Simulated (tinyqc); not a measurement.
Admittance spectroscopy and thermally stimulated current of one trap level in a depletion layer. Changing the heating rate beta. Computed by tinyqc, a small Python program. Command: `OMP_NUM_THREADS=1 python tinyqc.py 3110481 3110482 out.jsonl admit sweep`. One thread of a shared host (Intel(R) Xeon(R) Processor @ 2.30GHz), about 0.01 s of CPU time with the checks.

A Schottky junction on n-type material holds one donor-like electron trap; shallow donors are fully ionised and abrupt depletion edges are assumed.

Inputs (values chosen for the exercise, modelled on n-type GaN): density-of-states mass m = 0.201 m_0; trap depth E_t below the band = 0.395 eV; capture cross section sigma = 1.8e-14 cm^2.

Constants: k_B = 1.380649e-23 J/K; m_0 = 9.1093837015e-31 kg; h = 6.62607015e-34 J s; k_B = 8.617333262e-05 eV/K.

Method:
- N_c = 2 (2 pi m k_B T/h^2)^(3/2), v_th = sqrt(3 k_B T/m), emission rate e_n = sigma v_th N_c exp(-E_t/(k_B T)).
- Thermally stimulated current without retrapping: filled share n(T) = exp(-(1/beta) int e_n dT), current proportional to e_n n; the peak obeys beta (E_t/(k_B T^2) + 2/T) = e_n(T). The integral starts at 0.5 T_m and uses 4000 trapezoid steps to 1.2 T_m.
- Chen's first-order estimate from the full width W = T_2 - T_1 between the half-height points: E = 2.52 k_B T_m^2/W - 2 k_B T_m.

One run for each value; columns: (1) heating rate beta (K/s); (2) peak temperature T_m (K); (3) E_t/(k_B T_m); (4) symmetry factor (T_2 - T_m)/(T_2 - T_1); (5) depth by Chen's formula (eV):
```
(1)       (2)     (3)      (4)      (5)
0.01   142.24  32.227  0.41616  0.42428
0.027  146.25  31.343  0.41649  0.42474
0.072  150.42  30.473  0.41684  0.42523
0.19   154.78  29.615  0.41719  0.42573
0.52   159.56  28.728  0.41758  0.42628
1.4    164.54  27.859  0.41798  0.42685
3.7    169.72  27.009  0.41840  0.42744
10     175.34  26.142  0.41884  0.42808
```

Over the rows, peak temperature T_m (K) rises from 142 to 175 (exponent d ln y / d ln x 0.028 between the first rows and 0.033 between the last); E_t/(k_B T_m) falls from 32.2 to 26.1 (exponent d ln y / d ln x -0.028 between the first rows and -0.033 between the last); symmetry factor (T_2 - T_m)/(T_2 - T_1) rises from 0.4162 to 0.4188 (exponent d ln y / d ln x 8.0e-4 between the first rows and 0.0011 between the last). A line of ln(T_m^4/beta) against 1/(k_B T_m) has the slope 0.394 eV, against E_t = 0.395 eV.

Extremes, crossings and ranges named in words are read from the listed rows.
